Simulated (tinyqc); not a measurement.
Raising U: Hubbard chain of 6 sites, mean field against exact. Computed by the program tinyqc. Collinear unrestricted mean field (the lowest of 40 random starts) against exact diagonalisation.

one-body matrix (hopping and site energies) (eV):
```
,1,2,3,4,5,6
1,0.0000,-0.8500,0.0000,0.0000,0.0000,0.0000
2,-0.8500,0.0000,-0.8500,0.0000,0.0000,0.0000
3,0.0000,-0.8500,0.0000,-0.8500,0.0000,0.0000
4,0.0000,0.0000,-0.8500,0.0000,-0.8500,0.0000
5,0.0000,0.0000,0.0000,-0.8500,0.0000,-0.8500
6,0.0000,0.0000,0.0000,0.0000,-0.8500,0.0000
```

electrons, up and down: 3  3

Exact and mean-field results (eV):
```
U,U/t,E exact,E mean field,mean |n_up - n_down|,"double occupancy, exact",first gap in the sector
0.420,0.494,-5.33904,-5.30973,0.000,0.227,0.674
0.850,1.000,-4.78456,-4.66473,0.000,0.203,0.603
1.700,2.000,-3.86437,-3.43997,0.404,0.158,0.492
2.550,3.000,-3.15866,-2.57646,0.673,0.120,0.407
3.400,4.000,-2.62868,-2.01658,0.803,0.090,0.341
5.100,6.000,-1.92670,-1.38481,0.909,0.052,0.252
6.800,8.000,-1.50288,-1.04912,0.948,0.033,0.197
10.200,12.000,-1.03309,-0.70438,0.977,0.016,0.135
17.000,20.000,-0.63027,-0.42415,0.992,0.006,0.083
```

What does the comparison show, and why?

In absolute terms mean field is worst at U/t = 4.0, 0.612 eV too high: at small U it is nearly exact, and at large U it misses only exchange-scale energies. Its local moments set in at U/t = 2.0 of those listed, a broken symmetry that the exact state of a finite cluster with equal spins does not have. Relative to the exact energy its error is 0.5 % at the smallest U, 33 % at most and 33 % at the largest. The double occupancy falls from 0.227 to 0.006; at the largest U the first gap is 0.49 times the exchange scale 4t^2/U.
